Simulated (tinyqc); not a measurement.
Inside a calculation. Method: tight binding, kagome lattice. One step of it, computed by the program tinyqc.

Problem. Bloch Hamiltonian at K. H_AB = -t1 - t2 exp(-i k.a1), H_AC = -t1 - t2 exp(-i k.a2), H_BC = -t1 - t2 exp(i k.(a1 - a2)), H_CC = delta.

Parameters chosen for this model:
```
parameter     value                unit
t1         1.800000    eV, up triangles
t2         1.700000  eV, down triangles
delta             0        eV on site C
```

k point K (fractions of the reciprocal vectors): 0.333333  0.666667

Give: H(k) at K.

Solution.

H(k) at K (eV):
```
                 A                B                C
A           0.0000  -0.9500+1.4722i  -0.9500-1.4722i
B  -0.9500-1.4722i           0.0000  -0.9500+1.4722i
C  -0.9500+1.4722i  -0.9500-1.4722i           0.0000
```
